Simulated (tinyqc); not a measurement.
Isotope shift of the local mode: vibrations of a mass or spring defect in a linear chain. Computed by tinyqc, a small Python program. Command: `OMP_NUM_THREADS=1 python tinyqc.py 3009146 3009147 out.jsonl localmode walk`. One thread of a shared host (Intel(R) Xeon(R) Processor @ 2.30GHz), about 0.01 s of CPU time with the checks.

A ring of N atoms with nearest-neighbour springs k and motion along the chain. Atom 1 is the defect, of mass M', and its two springs are k'. Odd sites are A (the defect replaces an A atom), even sites B.

Inputs (values chosen for the exercise, for a model chain): spring constant k = 5.87 eV/angstrom^2; mass M_A = 83.8 u; mass M_B = 319 u; defect mass M' = 24.5 u; spring ratio k'/k at the defect = 1; isotope mass step = 1 u.

Host: diatomic.

Constants: nu for 1 eV/(angstrom^2 u) = 15.6333042 THz.

Method:
- Host bands: lambda from 0 to 2k/M(heavy) and from 2k/M(light) to 2k (1/M_A + 1/M_B).
- nu = 15.6333042 THz x sqrt(lambda), lambda in eV/(angstrom^2 u).
- D_ii = (sum of the two springs at i)/M_i, D_ij = -k_ij/sqrt(M_i M_j) for neighbours, closed into a ring.
- The same matrix for 120 atoms; amplitudes are the mass-weighted eigenvector, in size, relative to the defect, for the highest mode; its weight is the squared component of the normalised eigenvector on the defect.
- Raise M' by the isotope step in the 120-atom ring. First order, good only for a step much smaller than M': Delta nu/nu = -(1/2) (weight on the defect) Delta M'/M'; a defect vibrating against fixed neighbours would give sqrt(M'/(M' + step)) - 1.

highest frequency, long ring = 11.0371 THz

weight of the highest mode on the defect = 0.959264

shift, exact = -1.8987 %

shift, first order = -1.9577 %

shift, fixed neighbours = -1.9804 %

What does the comparison show, and why?

The shift is 96 % of the fixed-neighbour value; all other atoms together carry 4 % of the kinetic energy of the mode.

Extremes, crossings and ranges named in words are read from the listed rows.
